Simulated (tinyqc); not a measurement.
Off-state leakage of single and stacked transistors: one step of the calculation.

n-channel devices of unit width. Subthreshold current I(Vg, Vs, Vd) = I0 (T/300 K)^0.5 exp[(Vg - Vs - VT(T) - gb (Vs - Vb) + dd (Vd - Vs))/(nf Vt)] (1 - exp(-(Vd - Vs)/Vt)), VT(T) = VT - cT (T - 300 K). Gate-edge tunnelling Ig (Vd/1 V) exp(ag (Vd - 1 V)), for a gate at 0 V, and band-to-band leakage Ab u exp(-Bb/u), u = Vd - Vb + 1 V, flow at a drain held at V; both are taken as independent of T. In a stack of off transistors (all gates at 0 V) the same subthreshold current passes through each.

Problem. Leakage of one transistor. Vg = Vs = 0, Vd = V; effective threshold VT(T) - gb Vb - dd V.

Parameters, values chosen for the exercise; values of the order met in bulk silicon logic transistors:
```
symbol  value       unit                                             meaning
T         330          K                                         temperature
V         0.8          V                                      supply voltage
VT       0.32          V        threshold at 300 K, zero drain and body bias
cT        0.9       mV/K              fall of the threshold with temperature
I0       0.17      uA/um                       current at threshold at 300 K
nf        1.2                                                   slope factor
dd        0.1                                drain-induced lowering per volt
gb       0.22             rise of the threshold per volt of source-body bias
Ig       9e-6      uA/um                 gate-edge tunnelling current at 1 V
ag        4.3        1/V               exponential slope of the gate current
Ab         40  uA/(um V)      prefactor of band-to-band leakage at the drain
Bb         20          V                             its exponential voltage
Vb       -0.6          V                                        body voltage
```

Constants: q = 1.602176634e-19 C, kB = 1.380649e-23 J/K, Vt = kB T/q. Results are converted to the units shown.

Wanted: effective threshold; parts; total; shares.

Solution.

effective threshold = 0.34500 V
parts (nA/um): subthreshold 0.0072515, gate edge 0.0030468, band-to-band 23.075
total = 23.086 nA/um
shares (%): subthreshold 0.031411, gate edge 0.013198, band-to-band 99.955

The band-to-band part is the largest.

Numbers from tinyqc (`OMP_NUM_THREADS=1 python tinyqc.py 2242227 2242228 out.jsonl`; about 0.03 s on one thread of a shared Intel Xeon 2.30GHz).
